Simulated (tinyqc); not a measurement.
# Thermionic-field emission through a Schottky barrier, WKB: what changes with what

Metal on an n-type semiconductor with one parabolic valley; V > 0 is forward bias (metal positive). Energies E are counted from the conduction edge of the neutral semiconductor, whose Fermi level lies at -xi; that of the metal lies at -xi - V. The barrier is a parabola of height Vd = phi - xi - V (depletion approximation, no image force).

Values chosen for this exercise; band and dielectric values close to those of cadmium telluride:
```
symbol   value   unit                             meaning
T          200      K                         temperature
me      0.0999     m0                       electron mass
eps_r       10                      relative permittivity
phi       1.04     eV  barrier height seen from the metal
Nd      3.8e17  cm^-3                       donor density
```

Constants: q = 1.602176634e-19 C, kB = 1.380649e-23 J/K, eps0 = 8.8541878128e-12 F/m, hbar = 1.054571817e-34 J s, h = 6.62607015e-34 J s, m0 = 9.1093837015e-31 kg, Vt = kB T/q. Results are converted to the units shown.

Each table varies one quantity; the others keep the values above.

## Contact resistivity against doping

Nc = 2 (2 pi me m0 kB T/h^2)^1.5 (times 1e-6 for cm^-3); Nd = Nc F12(-xi/Vt), F12(x) = (2/sqrt(pi)) int_0^infinity sqrt(u)/(1 + exp(u - x)) du; E00 = (hbar/2) sqrt(Nd/(me m0 eps0 eps_r)) in SI units (volts). For E < Vd, ln T(E) = -(Vd/E00) [sqrt(1 - y) - y ln((1 + sqrt(1 - y))/sqrt(y))], y = E/Vd; T(E) = 1 above. J = A* T (q/kB) int_0^infinity T(E) N(E) dE, N = ln[(1 + exp((-xi - E)/Vt))/(1 + exp((-xi - V - E)/Vt))], A* = 4 pi q me m0 kB^2/h^3 (times 1e-4 for A/(cm^2 K^2)). The integral is converged to the digits shown; the share over the barrier is that of E > Vd, and 0 means below 1e-6 %. The contact resistivity is rho_c = 1/(dJ/dV) at V = 0, where N becomes V f/Vt with f = 1/(1 + exp((E + xi)/Vt)). The last column is the thermionic value Vt exp(phi/Vt)/(A* T^2). By a common rule of thumb, E00/Vt below 0.5 marks thermionic emission, 0.5 to 5 thermionic-field emission and above 5 field emission.

Results:
```
Nd (cm^-3)  E00/Vt  rho_c (ohm cm^2)  thermionic rho_c (ohm cm^2)
8.6e16      0.3161          1.114e17                     5.779e18
2e17        0.4820          7.442e15                     5.779e18
4.5e17      0.7230          6.297e13                     5.779e18
1e18         1.078          2.757e10                     5.779e18
2.4e18       1.670           2.780e5                     5.779e18
5.4e18       2.505             9.677                     5.779e18
1.2e19       3.734          0.004747                     5.779e18
6.4e19       8.622          4.186e-7                     5.779e18
```

Estimate the missing row, Nd = 2.8e19 cm^-3.

Computed row:
```
Nd (cm^-3)  E00/Vt  rho_c (ohm cm^2)  thermionic rho_c (ohm cm^2)
2.8e19       5.703          1.706e-5                     5.779e18
```

With this row back in the table: rho_c falls from 1.11e17 to 4.19e-7 ohm cm^2: 0.019 of the thermionic value in the first row (thermionic emission) and 7.2e-26 of it in the last (field emission). Between the last two rows ln rho_c changes by 1.08 eV for each unit of 1/E00, to be set beside phi = 1.04 eV of the rule rho_c ~ exp(phi/E00). Even in the first row most of the current tunnels through the thin top of the barrier.

## Contact resistivity against barrier height

Same model as above.

Contact resistivity against barrier height:
```
phi (eV)  rho_c (ohm cm^2)  thermionic Vt exp(phi/Vt)/(A* T^2) (ohm cm^2)
0.15              1.418e-5                                       2.162e-4
0.29               0.01209                                         0.7289
0.42                 7.325                                           1376
0.56                  7708                                        4.638e6
0.69               5.088e6                                        8.754e9
0.83               5.652e9                                       2.952e13
0.96              3.856e12                                       5.571e16
1.1               4.393e15                                       1.878e20
```

What does the table show?

rho_c rises from 1.42e-5 to 4.39e15 ohm cm^2; between the last two rows it grows by a factor e every 19.9 meV, against E00 coth(E00/Vt) = 19.7 meV and Vt = 17.2 meV for pure emission.

## Current against forward bias

Same model as above.

n = (dV/d ln J)/Vt.

Results:
```
V (V)  J (A/cm^2)  share over the barrier (%)  mean E/Vd      n
0.069   2.525e-15                     6.35e-3     0.6620  1.131
0.171   4.310e-13                      0.0141     0.6619  1.156
0.272   6.822e-11                      0.0312     0.6619  1.158
0.374    1.125e-8                      0.0704     0.6617  1.161
0.475    1.743e-6                       0.160     0.6615  1.164
0.577    2.789e-4                       0.371     0.6612  1.169
0.78        6.174                        2.18     0.6606  1.190
```

Estimate the missing row, V = 0.678 V.

Computed row:
```
V (V)  J (A/cm^2)  share over the barrier (%)  mean E/Vd      n
0.678     0.04138                       0.876     0.6608  1.176
```

With this row back in the table: J rises from 2.52e-15 to 6.17 A/cm^2, and n rises from 1.13 to 1.19. The Padovani-Stratton slope is (E00/Vt) coth(E00/Vt) = 1.14; the middle row is 1.8 % above it.

Range of the model: The depletion approximation, a parabolic band and the neglect of image-force lowering make these currents estimates at high doping.

Numbers from tinyqc (`OMP_NUM_THREADS=1 python tinyqc.py 2640126 2640127 out.jsonl`; about 0.06 s on one thread of a shared Intel Xeon 2.30GHz).
